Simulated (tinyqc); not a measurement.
## Nanowire ballistic transistor, top-of-the-barrier model: effect of the temperature

At the top of the source barrier, states moving towards the drain are filled by the source (Fermi level 0) and states moving back by the drain (Fermi level -q Vd); nothing scatters. U is the shift of the band edge there, set by the capacitances CG, CD and CS (the total) and by the charge. Parabolic one-dimensional subband; the source is grounded.

N0 = gv sqrt(2 m kB T/pi)/hbar, CG = 2 pi eps0 eox/ln(1 + 2 tox/d), CS = CG/aG, n0 = n at U = 0 and Vd = 0. eta1 = -(E0 + U)/Vt, eta2 = eta1 - Vd/Vt, n = (N0/2)[F_(-1/2)(eta1) + F_(-1/2)(eta2)], F_(-1/2)(x) = (1/sqrt(pi)) int_0^infinity u^(-1/2)/(1 + exp(u - x)) du. U = UL + q (n - n0)/CS with UL = -(aG Vg + aD Vd), energies in eV. I = gv (2 q^2/h) Vt [ln(1 + exp eta1) - ln(1 + exp eta2)]. CQ = (q/Vt) dn/d(eta1). E0 is held fixed.

Values chosen for this exercise; mass and valleys close to those of a monolayer dichalcogenide:
```
symbol,value,unit,meaning
m,0.484,m0,effective mass
gv,2,,valley degeneracy
eox,7.5,,relative permittivity of the gate insulator
tox,1.7,nm,insulator thickness
d,6,nm,wire diameter
aG,0.93,,gate control CG/CS
aD,0.03,,drain control CD/CS
E0,0.39,eV,band edge at the barrier top above the source Fermi level at zero bias
Vg,0.6,V,gate voltage
Vd,0.6,V,drain voltage
```

Constants: q = 1.602176634e-19 C, kB = 1.380649e-23 J/K, hbar = 1.054571817e-34 J s, h = 6.62607015e-34 J s, m0 = 9.1093837015e-31 kg, Vt = kB T/q, eps0 = 8.8541878128e-14 F/cm where lengths are in cm. Results are converted to the units shown.

Result of one run:
```
T (K)    eta1  n (cm^-1)  I (uA)  mean velocity I/(q n) (cm/s)    CQ/CS
77     12.369   6.4823e6  12.718                      1.2246e7  0.64046
```

What becomes of these results when the temperature T is changed from 77 to 180 K, all else the same?

Result of the changed run:
```
T (K)    eta1  n (cm^-1)  I (uA)  mean velocity I/(q n) (cm/s)    CQ/CS
180    5.3507   6.4247e6  12.873                      1.2505e7  0.66797
```

The whole series:
```
T (K)    eta1  n (cm^-1)  I (uA)  mean velocity I/(q n) (cm/s)    CQ/CS
50     19.024   6.4888e6  12.702                      1.2218e7  0.63755
77     12.369   6.4823e6  12.718                      1.2246e7  0.64046
120    7.9634   6.4651e6  12.761                      1.2320e7  0.64913
180    5.3507   6.4247e6  12.873                      1.2505e7  0.66797
240    4.0553   6.3702e6  13.052                      1.2788e7  0.68374
300    3.2806   6.3116e6  13.290                      1.3143e7  0.68896
360    2.7624   6.2563e6  13.574                      1.3542e7  0.68377
420    2.3892   6.2081e6  13.892                      1.3966e7  0.67105
```

As T goes from 50 to 420 K, n falls from 6.49e6 to 6.21e6 cm^-1, the mean velocity rises from 1.22e7 to 1.40e7 cm/s and the current rises from 12.7 to 13.9 uA. CQ/CS goes from 0.64 to 0.67. In every row higher subbands of the wire, left out here, could begin to fill.

Program tinyqc, `OMP_NUM_THREADS=1 python tinyqc.py 2400035 2400036 out.jsonl`; Intel Xeon 2.30GHz, shared host, one thread, about 0.03 s.
